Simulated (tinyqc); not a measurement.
Inside a calculation. Model: out-diffusion of a doped substrate or buried layer into a growing epitaxial film. Computed by tinyqc, a small Python program that keeps every step. Command: `OMP_NUM_THREADS=1 python tinyqc.py 3022624 3022625 out.jsonl buried walk`. One thread of a shared host (Intel(R) Xeon(R) Processor @ 2.30GHz), about 0.01 s of CPU time with the checks. Intermediate numbers are printed to about 6 digits and carried at full precision; extremes and crossings named in words are read from the listed rows.

x is counted from the original substrate surface into the film, whose surface moves as x = v t. Substrate dopant has one diffusivity; the dopant of the film is taken as uniform.

Inputs (values chosen for the exercise, modelled on boron in silicon):

| quantity | value | unit |
|---|---|---|
| prefactor D0 | 0.892 | cm^2/s |
| activation energy E | 3.47 | eV |
| substrate concentration C_s | 4.6e+18 | 1/cm^3 |
| film doping C_e | 3.8e+15 | 1/cm^3 |
| growth rate v | 0.93 | um/min |
| film thickness d | 1.2 | um |
| growth temperature T | 1050 | C |
| autodoping level at the start, as a share of C_s | 0.0001 | - |
| decay length of autodoping | 0.38 | um |
| later thermal budget (Dt)2 | 3.3e-10 | cm^2 |

Film doping: opposite type.

Constants: k_B = 8.617333262e-05 eV/K.

## Scales

D = D0 exp(-E/(k_B T)); growth time t = d/v; l = 2 sqrt(D t); growth number G = v t/l = d/l; 1 um = 1e-4 cm. Temperatures in kelvin are T(C) + 273.15.

diffusivity D = 5.41250e-14 cm^2/s

growth time t = 1.29032 min

length l = 0.0409405 um

growth number G = 29.3108

The surface outruns diffusion, so the film acts as an infinite medium.

## Moving boundary against the simple erfc

For a surface that grows from dopant-free material and loses none by evaporation, with u = x/l and s = G - u: C/C_s = (1/2) [erfc(u) + (1 + 4 G (G + s)) exp(4 G s) erfc(G + s) - (4G/sqrt(pi)) exp(-u^2)]; for large G it tends to (1/2) erfc(u). Early in the growth G = sqrt(v x_s/(4 D)) for the thickness x_s reached so far; rows give C at the interface (u = 0) and at the surface (u = G).

The first stage of growth:

| G | C/C_s at the interface | C at the surface (1/cm^3) | simple erfc there (1/cm^3) | ratio | thickness x_s (nm) |
|---|---|---|---|---|---|
| 0.10 | 0.824033 | 3.65043e+18 | 2.04134e+18 | 1.78826 | 1.39677e-02 |
| 0.25 | 0.679673 | 2.52599e+18 | 1.66445e+18 | 1.51762 | 8.72983e-02 |
| 0.50 | 0.577186 | 1.28735e+18 | 1.10285e+18 | 1.16729 | 3.49193e-01 |
| 0.75 | 0.538076 | 6.05341e+17 | 6.64342e+17 | 0.91119 | 7.85685e-01 |
| 1.00 | 0.520901 | 2.61235e+17 | 3.61788e+17 | 0.72206 | 1.39677e+00 |
| 1.50 | 0.507942 | 3.69208e+16 | 7.79582e+16 | 0.47360 | 3.14274e+00 |
| 2.00 | 0.503733 | 3.52196e+15 | 1.07588e+16 | 0.32736 | 5.58709e+00 |
| 2.50 | 0.502020 | 2.21452e+14 | 9.35990e+14 | 0.23660 | 8.72983e+00 |
| 3.00 | 0.501207 | 9.01732e+12 | 5.08081e+13 | 0.17748 | 1.25710e+01 |

At the interface the value falls from 0.824 towards 1/2 as G grows; among these rows it is within 1 % of 1/2 from G = 2 on. At the surface the ratio to the simple erfc goes from 1.788 to 0.177: a fixed wall would double the value, while fresh undoped material dilutes a fast-moving surface. The surface value drops below C_e = 3.8e15 by the row at 5.59 nm; the finished film has G = 29.3. Caution: rows with a thickness or a length l = x_s/G below about 1 nm are formal for a continuum model.

## Transition width

After growth and the later budget: l2 = 2 sqrt(D t + (Dt)2); C(x) = (C_s/2) erfc(x/l2) + share x C_s exp(-x/decay length) for x > 0 (autodoping taken as unchanged by the later budget). The transition x_t solves C(x) = C_e, the metallurgical junction. Usable film = d - x_t. Also give x_t for the erfc term alone, after growth and after the later budget.

length l2 = 0.365617 um

x_t after growth, erfc alone = 0.0910901 um

x_t after the later budget, erfc alone = 0.813476 um

x_t with autodoping = 0.814556 um

usable film = 0.385444 um

Solid-state diffusion sets the transition. The later budget is 79 times that of the growth.

## Profile in the film

Positions are 0.05, 0.2, 0.4, 0.6, 0.8, 1, 1.25 and 1.5 of x_t with autodoping (any beyond the film thickness are formal); net doping = |C - C_e|.

Concentrations (1/cm^3):

| x/x_t | x (um) | diffusion | autodoping | net doping |
|---|---|---|---|---|
| 0.05 | 0.04073 | 2.01209e+18 | 4.13248e+14 | 2.00871e+18 |
| 0.20 | 0.16291 | 1.21578e+18 | 2.99619e+14 | 1.21228e+18 |
| 0.40 | 0.32582 | 4.77403e+17 | 1.95156e+14 | 4.73798e+17 |
| 0.60 | 0.48873 | 1.35012e+17 | 1.27114e+14 | 1.31339e+17 |
| 0.80 | 0.65164 | 2.69479e+16 | 8.27954e+13 | 2.32307e+16 |
| 1.00 | 0.81456 | 3.74607e+15 | 5.39285e+13 | 0 |
| 1.25 | 1.01819 | 1.88669e+14 | 3.15561e+13 | 3.57978e+15 |
| 1.50 | 1.22183 | 5.26488e+12 | 1.84650e+13 | 3.77627e+15 |

Checks made by the program: conservation of dopant by the moving-boundary solution (relative difference below 1e-10).
